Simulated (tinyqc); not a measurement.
Worked calculation: Hubbard chain of 5 sites. Computed by tinyqc, a small Python program that keeps every step. Settings: hopping = 0.85, U = 3.5, mixing = 1, iteration cap = 75. Command: `OMP_NUM_THREADS=1 python tinyqc.py 22178 22179 out.jsonl` (the two numbers bound the seeds that draw the settings). One thread of a shared host (Intel(R) Xeon(R) Processor @ 2.60GHz), about 0.2 s of CPU time with the checks.

one-body matrix (hopping and site energies) (eV), lower triangle:
```
         1        2        3        4       5
1   0.0000
2  -0.8500   0.0000
3   0.0000  -0.8500   0.0000
4   0.0000   0.0000  -0.8500   0.0000
5   0.0000   0.0000   0.0000  -0.8500  0.0000
```

U = 3.5000 eV

electrons, up and down: 3  3

n(up) at the start (a guess, not normalised): 1 0.6500, 2 0.5500, 3 0.6500, 4 0.5500, 5 0.6500

n(down) at the start (a guess): 1 0.5500, 2 0.6500, 3 0.5500, 4 0.6500, 5 0.5500

Each step fills the lowest levels of T + U n(other spin) and sets n(new) = n + mixing (n(out) - n); stop when output and input agree to 1e-8.

Course of the cycle:
```
iteration    E (eV)  largest |n(out) - n(in)|  mean |n_up - n_down|
1          1.752146                  1.30e-01                0.1279
2          1.769836                  1.36e-01                0.1521
3          1.796837                  1.76e-01                0.1996
4          1.813674                  1.90e-01                0.2314
5          1.806481                  2.04e-01                0.2728
6          1.794217                  2.69e-01                0.3716
7          1.702462                  1.89e-01                0.3660
8          1.622336                  2.70e-01                0.5015
9          1.513855                  1.41e-01                0.4856
10         1.438471                  1.65e-01                0.5837
11         1.400400                  6.24e-02                0.5834
...             ...                       ...                   ...
22         1.383396                  9.89e-06                0.6269
23         1.383396                  6.36e-06                0.6269
24         1.383396                  1.81e-06                0.6269
25         1.383396                  1.28e-06                0.6269
26         1.383396                  3.37e-07                0.6269
27         1.383396                  2.63e-07                0.6269
28         1.383396                  6.40e-08                0.6269
29         1.383396                  5.46e-08                0.6269
30         1.383396                  1.24e-08                0.6269
31         1.383396                  1.14e-08                0.6269
32         1.383396                  2.45e-09                0.6269
```

Can the last value be used, and what does the course show?

No, though the log alone does not show it. Converged in 32 iterations. But random starts reach 1.24448 eV, so this is another stationary point, not the lowest one. Reruns (cap 100 unless said): mixing 0.2: not converged; mixing 0.5: converged in 65 to a higher stationary point (E = 1.38340); mixing 0.9: converged in 34 to a higher stationary point (E = 1.38340). Before convergence this energy mixes input and output and is not variational, so it may rise towards its limit.
